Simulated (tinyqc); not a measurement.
What moves the results: buckled dimers of a reconstructed (001) surface, two dangling bonds a dimer. A value that a table varies takes the place of the one given here.

In a dimer one atom moves up by z and the other down by z; the dangling bond of the up atom (more s-like) falls by gm z and that of the down atom rises by gm z. With all dimers tilted alike: H(k) = [[-gm z - 2 ta cos k, -tp - 2 tx cos k], [., gm z - 2 ta cos k]], k along the row in 1/a. Two electrons a dimer fill the lowest N of the 2N levels on the mesh k_j = (j + 1/2) pi/N. Total energy a dimer: W(z) = (2/N) sum of the filled levels + kf z^2. Repulsion between electrons is left out.

Values chosen for the exercise (of the size met on diamond (001); not measured data):
- tp = 1.19 eV (pi coupling inside a dimer)
- ta = 0.19 eV (coupling between like atoms along the row)
- tx = 0.06 eV (diagonal coupling along the row)
- gm = 2.18 eV/angstrom (shift of a dangling bond with height)
- kf = 5.2 eV/angstrom^2 (force constant of buckling)
- N = 8 (k points)

## Energy against buckling

W relative to z = 0; gap as lowest upper less highest lower level on 201 points from 0 to pi.

Per dimer (eV):
```
z (angstrom)  band energy  elastic       W     gap
0.00               0.0000   0.0000  0.0000  1.6200
0.05              -0.0100   0.0130  0.0030  1.6301
0.10              -0.0398   0.0520  0.0122  1.6600
0.15              -0.0886   0.1170  0.0284  1.7090
0.20              -0.1554   0.2080  0.0526  1.7761
0.30              -0.3370   0.4680  0.1310  1.9582
0.40              -0.5723   0.8320  0.2597  2.1940
0.50              -0.8495   1.3000  0.4505  2.4716
0.60              -1.1589   1.8720  0.7131  2.7811
```

No row lies below the flat dimer. The band energy falls as z^2 at first and linearly, as -2 gm z, once gm z is far above tp, so the elastic term always wins at large z. The gap is open at all z.

## Strong pi bonds keep dimers flat

tp is varied; z minimises W on 0 to 1 angstrom; gap on 201 points; charge moved: the mean of gm z/sqrt((gm z)^2 + h^2) over the mesh, h the off-diagonal element.

Against tp:
```
tp (eV)  z (angstrom)  gain (eV)  gap (eV)  charge moved (e)
0.10           0.4150     0.4328    1.0758             0.990
0.20           0.4075     0.4153    1.0761             0.972
0.30           0.3947     0.3751    1.0766             0.941
0.45           0.3643     0.2415    1.0776             0.869
0.60           0.3169     0.1123    1.0791             0.756
0.80           0.2074     0.0161    1.0816             0.495
1.00           0.0000     0.0000    1.2400             0.000
1.30           0.0000     0.0000    1.8400             0.000
1.60           0.0000     0.0000    2.4400             0.000
```

Dimers buckle for tp up to 0.8 eV among these rows; for an isolated dimer the limit is gm^2/kf = 0.914 eV. While buckled, the splitting, on average over k, stays near 2 gm^2/kf = 1.828 eV whatever tp is, and beyond the limit it follows 2 tp; the gap is smaller by the width of the bands, about 4 ta = 0.76 eV.

## Tilting alike or in alternation

Alternation doubles the cell: sites L1, R1, L2, R2 with levels -gm z, +gm z, +gm z, -gm z, -tp inside a dimer, -2 ta cos k between L1-L2 and R1-R2, -2 tx cos k between L1-R2 and R1-L2, on k_j = (j + 1/2) pi/(2N); the lowest half of the levels is filled. Energies a dimer; gaps on these meshes.

Two patterns:
```
z (angstrom)  W alike (eV)  W alternating (eV)  difference (meV)  gap alike (eV)  gap alternating (eV)
0.05               -2.3770             -2.3775              -0.5          1.6447                1.6382
0.10               -2.3678             -2.3697              -1.9          1.6746                1.6812
0.15               -2.3516             -2.3556              -4.0          1.7236                1.7504
0.20               -2.3274             -2.3339              -6.5          1.7906                1.8430
0.30               -2.2490             -2.2606             -11.6          1.9727                2.0850
0.40               -2.1203             -2.1362             -15.9          2.2085                2.3828
0.50               -1.9295             -1.9483             -18.7          2.4860                2.7182
```

The lowest W listed is -2.3770 eV for like tilts and -2.3775 eV for alternation (both in the first row: W rises with z, so these dimers stay nearly flat); the difference at equal z runs from -18.7 to -0.5 meV. With alternation ta joins filled up atoms to empty down atoms and gains energy in second order, about 2 ta^2/(gm z) a dimer at large z, while tx does so for like tilts; here ta = 0.19 and tx = 0.06 eV. At z = 0.3 the gap is 1.973 eV alike and 2.085 eV alternating.

tinyqc: `OMP_NUM_THREADS=1 python tinyqc.py 1480327 1480328 out.jsonl`; about 0.03 s, one thread, shared Intel(R) Xeon(R) Processor @ 2.30GHz.
